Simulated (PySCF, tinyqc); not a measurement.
RKS/PBE0 in the sto-6g basis, for BeH+, spin multiplicity 1, step by step. The lowest restricted solution is unstable here: a spin-polarised one lies 0.0168 hartree lower (PySCF). Computed by tinyqc, a small Python program that keeps every step (integrals from PySCF). Settings: charge = 1, multiplicity = 1, basis = sto-6g, energy threshold = 1e-09, iteration cap = 83, orthogonalisation = symmetric, start = highest core orbitals, DIIS depth = 0, method = RKS, functional = pbe0, grid = [10, 26]. Command: `OMP_NUM_THREADS=1 python tinyqc.py 25096 25097 out.jsonl` (the two numbers bound the seeds that draw the settings). One thread of a shared host (Intel(R) Xeon(R) Processor @ 2.60GHz), about 0.5 s of CPU time with the checks. Later iterations appear only in the table of the cycle.

## One-electron integrals

Geometry (angstrom):

| atom | x | y | z |
|---|---|---|---|
| Be | 0.0000 | 0.0000 | 0.0000 |
| H | 0.0000 | 0.0000 | 2.4000 |

Basis sto-6g: exponents (1/bohr^2) and contraction coefficients of normalised primitives:

| element | l (shell) | exponent | coefficient |
|---|---|---|---|
| Be | s (1) | 312.8705 | 0.0092 |
| Be | s (1) | 57.3645 | 0.0494 |
| Be | s (1) | 16.0485 | 0.1685 |
| Be | s (1) | 5.5131 | 0.3706 |
| Be | s (1) | 2.1409 | 0.4165 |
| Be | s (1) | 0.8817 | 0.1303 |
| Be | s (2) | 13.6332 | -0.0133 |
| Be | s (2) | 2.6984 | -0.0470 |
| Be | s (2) | 0.8387 | -0.0338 |
| Be | s (2) | 0.3227 | 0.2502 |
| Be | s (2) | 0.1401 | 0.5951 |
| Be | s (2) | 0.0642 | 0.2407 |
| Be | p (3) | 13.6332 | 0.0038 |
| Be | p (3) | 2.6984 | 0.0377 |
| Be | p (3) | 0.8387 | 0.1739 |
| Be | p (3) | 0.3227 | 0.4180 |
| Be | p (3) | 0.1401 | 0.4259 |
| Be | p (3) | 0.0642 | 0.1017 |
| H | s (1) | 35.5232 | 0.0092 |
| H | s (1) | 6.5131 | 0.0494 |
| H | s (1) | 1.8221 | 0.1685 |
| H | s (1) | 0.6260 | 0.3706 |
| H | s (1) | 0.2431 | 0.4165 |
| H | s (1) | 0.1001 | 0.1303 |

Overlap, kinetic and nuclear-attraction integrals over the contracted functions; the nuclear repulsion is the sum of Za Zb / Rab.

nuclear repulsion = 0.881962 hartree

overlap S:
```
         1Be 1s  1Be 2s  1Be 2px  1Be 2py  1Be 2pz   2H 1s
1Be 1s   1.0000  0.2548   0.0000   0.0000   0.0000  0.0065
1Be 2s   0.2548  1.0000   0.0000   0.0000   0.0000  0.1432
1Be 2px  0.0000  0.0000   1.0000   0.0000   0.0000  0.0000
1Be 2py  0.0000  0.0000   0.0000   1.0000   0.0000  0.0000
1Be 2pz  0.0000  0.0000   0.0000   0.0000   1.0000  0.2004
2H 1s    0.0065  0.1432   0.0000   0.0000   0.2004  1.0000
```

kinetic energy T (hartree):
```
          1Be 1s   1Be 2s  1Be 2px  1Be 2py  1Be 2pz    2H 1s
1Be 1s    6.7688  -0.2074   0.0000   0.0000   0.0000  -0.0031
1Be 2s   -0.2074   0.2201   0.0000   0.0000   0.0000  -0.0061
1Be 2px   0.0000   0.0000   0.6613   0.0000   0.0000   0.0000
1Be 2py   0.0000   0.0000   0.0000   0.6613   0.0000   0.0000
1Be 2pz   0.0000   0.0000   0.0000   0.0000   0.6613   0.0088
2H 1s    -0.0031  -0.0061   0.0000   0.0000   0.0088   0.7685
```

nuclear attraction V (hartree):
```
           1Be 1s   1Be 2s  1Be 2px  1Be 2py  1Be 2pz    2H 1s
1Be 1s   -14.9353  -1.7069   0.0000   0.0000  -0.0059  -0.0462
1Be 2s    -1.7069  -2.5200   0.0000   0.0000  -0.0601  -0.2751
1Be 2px    0.0000   0.0000  -2.5084   0.0000   0.0000   0.0000
1Be 2py    0.0000   0.0000   0.0000  -2.5084   0.0000   0.0000
1Be 2pz   -0.0059  -0.0601   0.0000   0.0000  -2.5431  -0.3769
2H 1s     -0.0462  -0.2751   0.0000   0.0000  -0.3769  -2.1214
```

core Hamiltonian H = T + V (hartree):
```
          1Be 1s   1Be 2s  1Be 2px  1Be 2py  1Be 2pz    2H 1s
1Be 1s   -8.1665  -1.9143   0.0000   0.0000  -0.0059  -0.0493
1Be 2s   -1.9143  -2.2999   0.0000   0.0000  -0.0601  -0.2812
1Be 2px   0.0000   0.0000  -1.8471   0.0000   0.0000   0.0000
1Be 2py   0.0000   0.0000   0.0000  -1.8471   0.0000   0.0000
1Be 2pz  -0.0059  -0.0601   0.0000   0.0000  -1.8818  -0.3681
2H 1s    -0.0493  -0.2812   0.0000   0.0000  -0.3681  -1.3529
```

## Two-electron integrals

Functions are numbered as in S; the eight-fold symmetry (ij|kl) = (ji|kl) = (kl|ij) leaves the list below.

Two-electron integrals (ij|kl) in chemists' order, unique and non-zero (hartree):
```
(11|11) 2.3000     (21|11) 0.3619     (21|21) 0.0719     (22|11) 0.5703
(22|21) 0.1397     (22|22) 0.4178     (31|31) 0.0153     (32|31) 0.0226
(32|32) 0.0923     (33|11) 0.5703     (33|21) 0.1397     (33|22) 0.4178
(33|33) 0.4501     (41|41) 0.0153     (42|41) 0.0226     (42|42) 0.0923
(43|43) 0.0243     (44|11) 0.5703     (44|21) 0.1397     (44|22) 0.4178
(44|33) 0.4016     (44|44) 0.4501     (51|51) 0.0153     (52|51) 0.0226
(52|52) 0.0923     (53|53) 0.0243     (54|54) 0.0243     (55|11) 0.5703
(55|21) 0.1397     (55|22) 0.4178     (55|33) 0.4016     (55|44) 0.4016
(55|55) 0.4501     (61|11) 0.0092     (61|21) 0.0018     (61|22) 0.0035
(61|33) 0.0035     (61|44) 0.0035     (61|51) 1.79e-04   (61|52) 3.63e-04
(61|55) 0.0036     (61|61) 4.73e-05   (62|11) 0.0477     (62|21) 0.0120
(62|22) 0.0428     (62|33) 0.0410     (62|44) 0.0410     (62|51) 0.0015
(62|52) 0.0112     (62|55) 0.0463     (62|61) 3.37e-04   (62|62) 0.0093
(63|31) 0.0007     (63|32) 0.0041     (63|53) 0.0016     (63|63) 0.0005
(64|41) 0.0007     (64|42) 0.0041     (64|54) 0.0016     (64|64) 0.0005
(65|11) 0.0614     (65|21) 0.0156     (65|22) 0.0571     (65|33) 0.0541
(65|44) 0.0541     (65|51) 0.0024     (65|52) 0.0174     (65|55) 0.0631
(65|61) 4.47e-04   (65|62) 0.0137     (65|65) 0.0205     (66|11) 0.2205
(66|21) 0.0562     (66|22) 0.2190     (66|33) 0.2082     (66|44) 0.2082
(66|51) 0.0059     (66|52) 0.0585     (66|55) 0.2405     (66|61) 0.0016
(66|62) 0.0699     (66|65) 0.1074     (66|66) 0.7750
```

## Orthogonalisation

S = U s U^T; symmetric (Loewdin) form X = U s^(-1/2) U^T, so that X^T S X = 1.

eigenvalues of S: 0.6881  0.8348  1.0000  1.0000  1.1588  1.3184

X:
```
          1Be 1s   1Be 2s  1Be 2px  1Be 2py  1Be 2pz    2H 1s
1Be 1s    1.0258  -0.1343   0.0000   0.0000  -0.0020   0.0115
1Be 2s   -0.1343   1.0343   0.0000   0.0000   0.0117  -0.0770
1Be 2px   0.0000   0.0000   1.0000   0.0000   0.0000   0.0000
1Be 2py   0.0000   0.0000   0.0000   1.0000   0.0000   0.0000
1Be 2pz  -0.0020   0.0117   0.0000   0.0000   1.0158  -0.1042
2H 1s     0.0115  -0.0770   0.0000   0.0000  -0.1042   1.0241
```

## Starting guess

The start is the highest orbitals of the core Hamiltonian (a deliberately bad start); D = 2 C_occ C_occ^T.

D at the start:
```
          1Be 1s   1Be 2s  1Be 2px  1Be 2py  1Be 2pz    2H 1s
1Be 1s    0.0010  -0.0053   0.0000   0.0000  -0.0078   0.0454
1Be 2s   -0.0053   0.0295   0.0000   0.0000   0.0431  -0.2505
1Be 2px   0.0000   0.0000   1.5453  -0.8382   0.0000   0.0000
1Be 2py   0.0000   0.0000  -0.8382   0.4547   0.0000   0.0000
1Be 2pz  -0.0078   0.0431   0.0000   0.0000   0.0628  -0.3656
2H 1s     0.0454  -0.2505   0.0000   0.0000  -0.3656   2.1270
```

## Iteration 1: exchange-correlation on the grid

Becke grid with 10 radial and 26 angular points per atom, points of zero weight dropped. rho = sum D_ij phi_i phi_j; V_xc,ij = sum w v_xc phi_i phi_j plus the gradient terms; v_xc is d(rho eps)/d rho at fixed gradient. Exact exchange is left to K.

The 8 grid points with the largest w rho, of 516 (bohr, atomic units):

| x | y | z | w | rho | \|grad rho\|^2 | eps_xc | v_xc |
|---|---|---|---|---|---|---|---|
| -1.8522 | 0.0000 | 0.0000 | 2.0448 | 0.0481 | 0.0043 | -0.2482 | -0.3190 |
| 1.8522 | 0.0000 | 0.0000 | 2.0448 | 0.0481 | 0.0043 | -0.2482 | -0.3190 |
| -1.3097 | 1.3097 | 0.0000 | 1.6358 | 0.0572 | 0.0053 | -0.2612 | -0.3380 |
| 1.3097 | -1.3097 | 0.0000 | 1.6358 | 0.0572 | 0.0053 | -0.2612 | -0.3380 |
| 0.0000 | 0.0000 | 3.0601 | 2.7647 | 0.0246 | 0.0060 | -0.2252 | -0.2325 |
| -3.0601 | 0.0000 | 0.0000 | 8.0829 | 0.0082 | 1.91e-04 | -0.1511 | -0.1724 |
| 3.0601 | 0.0000 | 0.0000 | 8.0829 | 0.0082 | 1.91e-04 | -0.1511 | -0.1724 |
| -2.1638 | 2.1638 | 0.0000 | 6.4663 | 0.0097 | 2.62e-04 | -0.1581 | -0.1834 |

electrons on the grid, sum of w rho = 4.0182

E_xc = sum of w rho eps_xc = -1.044046 hartree

V_xc (hartree):
```
          1Be 1s   1Be 2s  1Be 2px  1Be 2py  1Be 2pz    2H 1s
1Be 1s   -0.2616  -0.0708   0.0000   0.0000   0.0000  -0.0017
1Be 2s   -0.0708  -0.2069   0.0000   0.0000  -0.0056  -0.0329
1Be 2px   0.0000   0.0000  -0.2453   0.0348   0.0000   0.0000
1Be 2py   0.0000   0.0000   0.0348  -0.1999   0.0000   0.0000
1Be 2pz   0.0000  -0.0056   0.0000   0.0000  -0.1749  -0.0483
2H 1s    -0.0017  -0.0329   0.0000   0.0000  -0.0483  -0.3991
```

## Iteration 1: building the Kohn-Sham matrix

J_ij = sum D_kl (ij|kl), K_ij = sum D_kl (ik|jl); F = H + J - 0.125 K + V_xc; E = tr D H + tr D J / 2 - 0.0625 tr D K + E_xc + E_nn.

Coulomb J (hartree):
```
         1Be 1s  1Be 2s  1Be 2px  1Be 2py  1Be 2pz   2H 1s
1Be 1s   1.5927  0.3940   0.0000   0.0000   0.0118  0.0102
1Be 2s   0.3940  1.2761   0.0000   0.0000   0.1137  0.2212
1Be 2px  0.0000  0.0000   1.2979  -0.0407   0.0000  0.0000
1Be 2py  0.0000  0.0000  -0.0407   1.2450   0.0000  0.0000
1Be 2pz  0.0118  0.1137   0.0000   0.0000   1.2855  0.3219
2H 1s    0.0102  0.2212   0.0000   0.0000   0.3219  1.9776
```

exchange K (hartree):
```
          1Be 1s  1Be 2s  1Be 2px  1Be 2py  1Be 2pz    2H 1s
1Be 1s    0.0319  0.0460   0.0000   0.0000   0.0000  -0.0011
1Be 2s    0.0460  0.1926   0.0000   0.0000   0.0102   0.0811
1Be 2px   0.0000  0.0000   0.7086  -0.3570   0.0000   0.0000
1Be 2py   0.0000  0.0000  -0.3570   0.2441   0.0000   0.0000
1Be 2pz   0.0000  0.0102   0.0000   0.0000   0.0682   0.1254
2H 1s    -0.0011  0.0811   0.0000   0.0000   0.1254   1.5388
```

Kohn-Sham matrix F (hartree):
```
          1Be 1s   1Be 2s  1Be 2px  1Be 2py  1Be 2pz    2H 1s
1Be 1s   -6.8394  -1.5968   0.0000   0.0000   0.0058  -0.0407
1Be 2s   -1.5968  -1.2547   0.0000   0.0000   0.0468  -0.1030
1Be 2px   0.0000   0.0000  -0.8830   0.0388   0.0000   0.0000
1Be 2py   0.0000   0.0000   0.0388  -0.8325   0.0000   0.0000
1Be 2pz   0.0058   0.0468   0.0000   0.0000  -0.7798  -0.1102
2H 1s    -0.0407  -0.1030   0.0000   0.0000  -0.1102   0.0332
```

total energy of this density = -3.503458 hartree

## Iteration 1: diagonalisation and new density

Diagonalise F' = X^T F X, C = X C', fill 2 alpha and 2 beta electrons from the bottom; D = 2 C_occ C_occ^T. Each column has its largest component positive (the first on a tie).

F' = X^T F X (hartree):
```
         1        2        3        4        5        6
1  -6.7805  -0.6055   0.0000   0.0000  -0.0008   0.0070
2  -0.6055  -1.0049   0.0000   0.0000   0.0475  -0.0380
3   0.0000   0.0000  -0.8830   0.0388   0.0000   0.0000
4   0.0000   0.0000   0.0388  -0.8325   0.0000   0.0000
5  -0.0008   0.0475   0.0000   0.0000  -0.7796  -0.0416
6   0.0070  -0.0380   0.0000   0.0000  -0.0416   0.0604
```

orbital energies (hartree): MO1 -6.8433, MO2 -0.9556, MO3 -0.9040, MO4 -0.8115, MO5 -0.7699, MO6 0.0641

coefficients C:
```
             MO1      MO2      MO3     MO4      MO5      MO6
1Be 1s    1.0065  -0.2308   0.0000  0.0000  -0.0609   0.0217
1Be 2s   -0.0269   1.0031   0.0000  0.0000   0.2693  -0.1198
1Be 2px   0.0000   0.0000   0.8791  0.4766   0.0000   0.0000
1Be 2py   0.0000   0.0000  -0.4766  0.8791   0.0000   0.0000
1Be 2pz  -0.0014  -0.2490   0.0000  0.0000   0.9778  -0.1567
2H 1s     0.0031  -0.0219   0.0000  0.0000  -0.0587   1.0304
```

D after iteration 1:
```
          1Be 1s   1Be 2s  1Be 2px  1Be 2py  1Be 2pz    2H 1s
1Be 1s    2.1327  -0.5173   0.0000   0.0000   0.1121   0.0164
1Be 2s   -0.5173   2.0139   0.0000   0.0000  -0.4996  -0.0441
1Be 2px   0.0000   0.0000   0.0000   0.0000   0.0000   0.0000
1Be 2py   0.0000   0.0000   0.0000   0.0000   0.0000   0.0000
1Be 2pz   0.1121  -0.4996   0.0000   0.0000   0.1240   0.0109
2H 1s     0.0164  -0.0441   0.0000   0.0000   0.0109   0.0010
```

## Iteration 2: exchange-correlation on the grid

As before.

The 8 grid points with the largest w rho, of 516 (bohr, atomic units):

| x | y | z | w | rho | \|grad rho\|^2 | eps_xc | v_xc |
|---|---|---|---|---|---|---|---|
| 0.0000 | 0.0000 | -1.8522 | 2.0448 | 0.0419 | 0.0024 | -0.2380 | -0.3082 |
| 0.0000 | 0.0000 | -3.0601 | 8.0839 | 0.0072 | 1.41e-04 | -0.1456 | -0.1661 |
| 0.0000 | -1.3097 | -1.3097 | 1.6358 | 0.0348 | 0.0018 | -0.2252 | -0.2907 |
| 1.3097 | 0.0000 | -1.3097 | 1.6358 | 0.0348 | 0.0018 | -0.2252 | -0.2907 |
| -1.3097 | 0.0000 | -1.3097 | 1.6358 | 0.0348 | 0.0018 | -0.2252 | -0.2907 |
| 0.0000 | 1.3097 | -1.3097 | 1.6358 | 0.0348 | 0.0018 | -0.2252 | -0.2907 |
| 0.0000 | 0.0000 | 0.5060 | 0.0618 | 0.7749 | 33.7791 | -0.6514 | -0.6613 |
| 0.0000 | 0.0000 | -0.5060 | 0.0618 | 0.7714 | 30.6852 | -0.6442 | -0.6612 |

electrons on the grid, sum of w rho = 3.9994

E_xc = sum of w rho eps_xc = -2.165675 hartree

V_xc (hartree):
```
          1Be 1s   1Be 2s  1Be 2px  1Be 2py  1Be 2pz    2H 1s
1Be 1s   -1.1244  -0.1420   0.0000   0.0000   0.0039  -0.0037
1Be 2s   -0.1420  -0.2295   0.0000   0.0000   0.0336  -0.0140
1Be 2px   0.0000   0.0000  -0.2299   0.0000   0.0000   0.0000
1Be 2py   0.0000   0.0000   0.0000  -0.2299   0.0000   0.0000
1Be 2pz   0.0039   0.0336   0.0000   0.0000  -0.2275  -0.0165
2H 1s    -0.0037  -0.0140   0.0000   0.0000  -0.0165  -0.0383
```

## Iteration 2: building the Kohn-Sham matrix

As before.

Coulomb J (hartree):
```
          1Be 1s   1Be 2s  1Be 2px  1Be 2py  1Be 2pz   2H 1s
1Be 1s    5.7477   0.9953   0.0000   0.0000  -0.0192  0.0250
1Be 2s    0.9953   1.9628   0.0000   0.0000  -0.0877  0.1698
1Be 2px   0.0000   0.0000   1.9609   0.0000   0.0000  0.0000
1Be 2py   0.0000   0.0000   0.0000   1.9609   0.0000  0.0000
1Be 2pz  -0.0192  -0.0877   0.0000   0.0000   1.9667  0.2201
2H 1s     0.0250   0.1698   0.0000   0.0000   0.2201  0.8228
```

exchange K (hartree):
```
          1Be 1s   1Be 2s  1Be 2px  1Be 2py  1Be 2pz    2H 1s
1Be 1s    4.6776   0.7238   0.0000   0.0000  -0.0150   0.0181
1Be 2s    0.7238   0.8586   0.0000   0.0000  -0.2387   0.0435
1Be 2px   0.0000   0.0000   0.1979   0.0000   0.0000   0.0000
1Be 2py   0.0000   0.0000   0.0000   0.1979   0.0000   0.0000
1Be 2pz  -0.0150  -0.2387   0.0000   0.0000   0.2509  -0.0014
2H 1s     0.0181   0.0435   0.0000   0.0000  -0.0014   0.0044
```

Kohn-Sham matrix F (hartree):
```
          1Be 1s   1Be 2s  1Be 2px  1Be 2py  1Be 2pz    2H 1s
1Be 1s   -4.1279  -1.1514   0.0000   0.0000  -0.0193  -0.0302
1Be 2s   -1.1514  -0.6739   0.0000   0.0000  -0.0844  -0.1308
1Be 2px   0.0000   0.0000  -0.1409   0.0000   0.0000   0.0000
1Be 2py   0.0000   0.0000   0.0000  -0.1409   0.0000   0.0000
1Be 2pz  -0.0193  -0.0844   0.0000   0.0000  -0.1740  -0.1643
2H 1s    -0.0302  -0.1308   0.0000   0.0000  -0.1643  -0.5689
```

total energy of this density = -14.463718 hartree

## Iteration 2: diagonalisation and new density

As before.

F' = X^T F X (hartree):
```
         1        2        3        4        5        6
1  -4.0391  -0.5800   0.0000   0.0000  -0.0128   0.0180
2  -0.5800  -0.4603   0.0000   0.0000  -0.0709  -0.0500
3   0.0000   0.0000  -0.1409   0.0000   0.0000   0.0000
4   0.0000   0.0000   0.0000  -0.1409   0.0000   0.0000
5  -0.0128  -0.0709   0.0000   0.0000  -0.1526  -0.0893
6   0.0180  -0.0500   0.0000   0.0000  -0.0893  -0.5473
```

orbital energies (hartree): MO1 -4.1309, MO2 -0.5868, MO3 -0.3613, MO4 -0.1409, MO5 -0.1409, MO6 -0.1203

coefficients C:
```
             MO1      MO2      MO3     MO4      MO5      MO6
1Be 1s    0.9922  -0.0753  -0.2778  0.0000   0.0000   0.0563
1Be 2s    0.0291   0.2395   0.9954  0.0000   0.0000  -0.2117
1Be 2px   0.0000   0.0000   0.0000  0.1901   0.9818   0.0000
1Be 2py   0.0000   0.0000   0.0000  0.9818  -0.1901   0.0000
1Be 2pz   0.0061   0.1474   0.2072  0.0000   0.0000   0.9890
2H 1s    -0.0040   0.9002  -0.4337  0.0000   0.0000  -0.2592
```

D after iteration 2:
```
          1Be 1s  1Be 2s  1Be 2px  1Be 2py  1Be 2pz    2H 1s
1Be 1s    1.9803  0.0217   0.0000   0.0000  -0.0100  -0.1434
1Be 2s    0.0217  0.1164   0.0000   0.0000   0.0710   0.4310
1Be 2px   0.0000  0.0000   0.0000   0.0000   0.0000   0.0000
1Be 2py   0.0000  0.0000   0.0000   0.0000   0.0000   0.0000
1Be 2pz  -0.0100  0.0710   0.0000   0.0000   0.0436   0.2654
2H 1s    -0.1434  0.4310   0.0000   0.0000   0.2654   1.6208
```

Within a degenerate level the vectors are fixed only up to a rotation; this is one choice.

## Convergence

Stop when the energy changes by less than 1e-09 hartree and every element of the error matrix X^T (F D S - S D F) X is below 9e-06.

Course of the cycle:

| iteration | E (hartree) | change | largest element of the error matrix |
|---|---|---|---|
| 1 | -3.503458 | - | 3.43e-02 |
| 2 | -14.463718 | -1.10e+01 | 2.50e-01 |
| 3 | -14.461501 | 2.22e-03 | 3.53e-01 |
| 4 | -14.541609 | -8.01e-02 | 1.83e-01 |
| 5 | -14.426891 | 1.15e-01 | 3.51e-01 |
| 6 | -14.531752 | -1.05e-01 | 1.93e-01 |
| 7 | -14.427739 | 1.04e-01 | 3.51e-01 |
| 8 | -14.532250 | -1.05e-01 | 1.92e-01 |
| 9 | -14.427811 | 1.04e-01 | 3.51e-01 |
| 10 | -14.532250 | -1.04e-01 | 1.92e-01 |
| 11 | -14.427802 | 1.04e-01 | 3.51e-01 |
| 12 | -14.532248 | -1.04e-01 | 1.92e-01 |
| 13 | -14.427802 | 1.04e-01 | 3.51e-01 |
| 14 | -14.532248 | -1.04e-01 | 1.92e-01 |
| ... | ... | ... | ... |
| 70 | -14.532248 | -1.04e-01 | 1.92e-01 |
| 71 | -14.427802 | 1.04e-01 | 3.51e-01 |
| 72 | -14.532248 | -1.04e-01 | 1.92e-01 |
| 73 | -14.427802 | 1.04e-01 | 3.51e-01 |
| 74 | -14.532248 | -1.04e-01 | 1.92e-01 |
| 75 | -14.427802 | 1.04e-01 | 3.51e-01 |
| 76 | -14.532248 | -1.04e-01 | 1.92e-01 |
| 77 | -14.427802 | 1.04e-01 | 3.51e-01 |
| 78 | -14.532248 | -1.04e-01 | 1.92e-01 |
| 79 | -14.427802 | 1.04e-01 | 3.51e-01 |
| 80 | -14.532248 | -1.04e-01 | 1.92e-01 |
| 81 | -14.427802 | 1.04e-01 | 3.51e-01 |
| 82 | -14.532248 | -1.04e-01 | 1.92e-01 |
| 83 | -14.427802 | 1.04e-01 | 3.51e-01 |

PySCF RKS in the same basis, fine grid = -14.767652 hartree

Not converged within the cap of 83 iterations: the residual has stopped falling: the iteration swings between two states. Reruns (cap 100 unless said): DIIS 8: converged in 20; damping 0.5: converged in 35; level shift 0.5: converged in 60; atomic densities as start, DIIS 8: converged in 17; the original settings with a cap of 400: not converged.
